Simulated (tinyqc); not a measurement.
Two-band model of a narrow-gap semiconductor with electrons and holes: one step, computed by the program tinyqc. Command: `OMP_NUM_THREADS=1 python tinyqc.py 3004031 3004032 out.jsonl bipolar walk`. One thread of a shared host (Intel(R) Xeon(R) Processor @ 2.30GHz), about 0.05 s of CPU time with the checks.

Two parabolic bands with acoustic scattering (r = -1/2, a = 0), a gap that does not change with T, and fully ionised dopants. Melting is ignored, so values above the melting point are formal, and kappa_L does not change with T. eta_n = (E_F - E_c)/(k_B T), eta_p = -eta_n - E_g/(k_B T).

Problem. Each band alone. With x = E/(k_B T), a = alpha k_B T (0 for a parabolic band), G = x (1 + a x), D = 1 + 2 a x and <y> = int y f (1 - f) dx, f = 1/(1 + exp(x - eta)): tau = tau_0 G^r/D; transport function s = G^(3/2 + r)/D^2; n = N_0 <G^(3/2)> with N_0 = (2 m k_B T)^(3/2)/(3 pi^2 hbar^3). Integrals over x = E/(k_B T) use 160 Gauss-Legendre points in u = sqrt(x) from 0 to sqrt(max(eta, 0) + 32). sigma = e mu_0 N_0 <s> with mu_0 = e tau_0/m = mu_300 (T/300 K)^(-p); |S| = (k_B/e)(<x s>/<s> - eta); Lorenz number L = (k_B/e)^2 (<x^2 s>/<s> - (<x s>/<s>)^2); kappa_e = L sigma T; zT = S^2 sigma T/(kappa_L + kappa_e). Hall factor r_H = <x^(3/2)> <x^(1/2)>/<s>^2.

Inputs (values chosen for the exercise, modelled on Mg2Si):
```
quantity                              value        unit
electron mass m_n                      0.87         m_0
hole mass m_p                           1.5         m_0
electron mobility parameter mu_300,n    320  cm^2/(V s)
hole mobility parameter mu_300,p         48  cm^2/(V s)
temperature exponent p                  1.5           -
temperature T                           460           K
```

Doping: n-type.

eta_n = -2.462508

eta_p = -14.18745

Constants: e = 1.602176634e-19 C; m_0 = 9.1093837015e-31 kg; k_B = 1.380649e-23 J/K; hbar = 1.054571817e-34 J s; k_B = 8.617333262e-05 eV/K.

Give: Partial coefficients.

Solution.

Partial coefficients:
```
band       sigma (S/cm)  |S| (microvolt/K)  L (1e-8 V^2/K^2)  density (1/cm^3)  Hall factor
electrons         64.23              388.1             1.500         3.200e+18        1.172
holes         1.839e-04               1395             1.485         6.034e+13        1.178
```

The minority carriers have the larger |S|, since the Fermi level lies farther from their band; they carry 0.00029 % of the conductivity.
